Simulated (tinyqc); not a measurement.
# Ballistic conductance of a hard-wall strip of a two-dimensional electron gas by counting modes: effects of single changes

Subband edges E_n = C (n pi/W)^2/m, n = 1, 2, ...; C = hbar^2/(2 m0). Every mode transmits fully; spin gives the factor 2 in 2 q^2/h, valleys the factor gv.

Inputs (values chosen for the exercise):
```
symbol,value,unit,meaning
T,300,K,temperature
m,0.067,m0,mass
gv,2,,valleys
Ef,0.213,eV,Fermi energy above the 2D band edge
W,21,nm,width
```

Constants: q = 1.602176634e-19 C, kB = 1.380649e-23 J/K, hbar = 1.054571817e-34 J s, h = 6.62607015e-34 J s, m0 = 9.1093837015e-31 kg, Vt = kB T/q, hbar^2/(2 m0) = 0.0380998212 eV nm^2. Results are converted to the units shown.

Each table varies one quantity; the others keep the values above.

## Conductance against size

G = (2 q^2/h) gv M; at zero temperature M counts the edges below Ef, at T it is the sum of degeneracy times f. The smooth (Sharvin) count is kF W/pi, kF = sqrt(m Ef/C), and with the boundary term kF W/pi - 1/2. f = 1/(1 + exp((E_n - Ef)/Vt)).

Conductance against size:
```
W (nm),M at T = 0,M at T,smooth count,with boundary term,G (uS)
7.3,1,0.9850,1.422,0.9221,152.6
10.8,2,1.687,2.104,1.604,261.5
14.3,2,2.193,2.786,2.286,339.8
17.7,3,2.931,3.448,2.948,454.2
21.2,4,3.624,4.130,3.630,561.6
24.7,4,4.271,4.812,4.312,661.9
28.1,5,4.937,5.474,4.974,765.0
31.6,6,5.619,6.156,5.656,870.7
35.1,6,6.292,6.838,6.338,975.1
38.5,7,6.951,7.500,7.000,1077
42,8,7.629,8.182,7.682,1182
```

The integer count climbs from 1 to 8 in steps, and G from 153 to 1180 uS. In the last row M at T is 6.8 % below the smooth count and 0.69 % below the count with the boundary term: hard walls push the wave away from the edge and cost modes. The largest gap between M at T and the integer count is 0.38.

## Conductance against Fermi energy

Same model as above.

Results:
```
Ef (eV),M at T = 0,M at T,smooth count,with boundary term,G (uS)
0.053,2,1.4339,2.0407,1.5407,222.21
0.128,3,2.6192,3.1714,2.6714,405.87
0.165,3,3.0469,3.6007,3.1007,472.16
0.202,3,3.4590,3.9840,3.4840,536.02
0.24,4,3.8413,4.3426,3.8426,595.26
0.277,4,4.1126,4.6654,4.1654,637.30
0.314,4,4.4493,4.9672,4.4672,689.48
0.351,5,4.7930,5.2517,4.7517,742.72
0.389,5,5.0031,5.5287,5.0287,775.30
0.426,5,5.2089,5.7856,5.2856,807.18
```

Estimate the missing row, Ef = 0.091 eV.

Computed row:
```
Ef (eV),M at T = 0,M at T,smooth count,with boundary term,G (uS)
0.091,2,2.0786,2.6740,2.1740,322.10
```

With this row back in the table: The integer count climbs from 2 to 5; the smooth count goes as Ef^(0.50). In the last row M at T is 10 % below the smooth count and 1.5 % below the count with the boundary term: hard walls push the wave away from the edge and cost modes. The largest gap between M at T and the integer count is 0.57. In 4 of the 11 rows Ef exceeds 0.3 eV, where real bands are no longer parabolic.

tinyqc, about 0.08 s, one thread, Intel Xeon 2.30GHz (shared host): `OMP_NUM_THREADS=1 python tinyqc.py 2740114 2740115 out.jsonl`
